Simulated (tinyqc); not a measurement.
Vertical double-diffused power MOSFET, components of the on-resistance: one step of the calculation.

Stripe cells of pitch Wp + a, two channels a cell. Current flows through the channels, spreads in the accumulation layer, passes the gap between the p bodies and spreads at 45 degrees into the drift layer below them. Low drain voltage, full ionisation.

Problem. Drift layer. Triangular field at breakdown with Ec = Kc N^(1/8): BV = eps0 eps_r Ec^2/(2 q N), so N = (eps0 eps_r Kc^2/(2 q BV))^(4/3); W = 2 BV/Ec; mu = mud (T/300 K)^(-bt); rho = 1/(q mu N); ideal resistance rho W.

Values chosen for this exercise; bulk values close to those of gallium nitride: temperature T = 350 K; relative permittivity eps_r = 9.38; critical-field constant Kc = 27000 V/cm per (cm^-3)^(1/8); rated breakdown voltage of the drift layer BV = 1200 V; drift mobility at 300 K mud = 910 cm^2/(V s); temperature exponent of the drift mobility bt = 2.5.

Constants: q = 1.602176634e-19 C, eps0 = 8.8541878128e-14 F/cm where lengths are in cm. Results are converted to the units shown.

Wanted: N; Ec; W; mu; rho; ideal resistance.

Solution.

N = 1.832e16 cm^-3
Ec = 2.912 MV/cm
W = 8.241 um
mu = 619.0 cm^2/(V s)
rho = 0.5505 ohm cm
ideal resistance = 0.4537 mohm cm^2

Program tinyqc, `OMP_NUM_THREADS=1 python tinyqc.py 2230045 2230046 out.jsonl`; Intel Xeon 2.30GHz, shared host, one thread, about 0.01 s.
